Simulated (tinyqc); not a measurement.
One-dimensional ballistic tunnel FET, two-band WKB: effect of temperature.

A p-type source for x < 0 with its Fermi level at 0 and its valence edge at ds; in the channel the bands fall as D exp(-x/lam) towards their flat values, with the conduction edge at Ec = ds - dP and D = dP + Eg. The gate moves dP one to one. The drain Fermi level lies at -Vd and the drain side reflects nothing. For w = E - Ec between 0 and dP an electron crosses the gap. Two-band dispersion with equal masses m: inside the gap kappa = sqrt(m u (1 - u/Eg)/C), u the distance from a band edge, C = hbar^2/(2 m0).

S(w) = 2 lam int_0^Eg kappa(u) du/(w + Eg - u) = 2 pi lam sqrt(m/(C Eg)) [w + Eg/2 - sqrt(w (w + Eg))], T(w) = exp(-S). I = g (2 q^2/h) int_0^dP T(w) [f(E) - f(E + Vd)] dw, E = ds - dP + w, f(x) = 1/(1 + exp(x/Vt)). Swing = d(dP)/d(log10 I).

Values chosen for this exercise; band and dielectric values close to those of In0.53Ga0.47As: band gap Eg = 0.747 eV; band-edge mass of the two-band model m = 0.046 m0; screening length of the source junction lam = 3 nm; source valence edge above the source Fermi level ds = 0.14 eV; drain bias Vd = 0.5 V; number of degenerate subbands (spin apart) g = 1; tunnelling window Ev(source) - Ec(channel) dP = 0.49 eV.

Constants: q = 1.602176634e-19 C, kB = 1.380649e-23 J/K, hbar = 1.054571817e-34 J s, h = 6.62607015e-34 J s, m0 = 9.1093837015e-31 kg, Vt = kB T/q, hbar^2/(2 m0) = 0.0380998212 eV nm^2. Results are converted to the units shown.

Results:

| T (K) | I (uA) | swing (mV/decade) | Vt ln 10 (mV/decade) |
|---|---|---|---|
| 77 | 0.9123 | 326.6 | 15.28 |
| 200 | 0.9230 | 330.1 | 39.68 |
| 250 | 0.9297 | 332.4 | 49.61 |
| 300 | 0.9374 | 335.0 | 59.53 |
| 350 | 0.9456 | 338.0 | 69.45 |
| 400 | 0.9538 | 341.0 | 79.37 |

Estimate the missing row, T = 150 K.

Computed row:

| T (K) | I (uA) | swing (mV/decade) | Vt ln 10 (mV/decade) |
|---|---|---|---|
| 150 | 0.9175 | 328.3 | 29.76 |

With this row back in the table: I rises from 0.912 to 0.954 uA, and the swing rises from 327 to 341 mV/decade, while the thermionic limit rises from 15.3 to 79.4 mV/decade. Gap and mass are held fixed.

Computed by the program tinyqc: `OMP_NUM_THREADS=1 python tinyqc.py 2620026 2620027 out.jsonl`, one thread of a shared Intel Xeon 2.30GHz, about 0.01 s for the whole run.
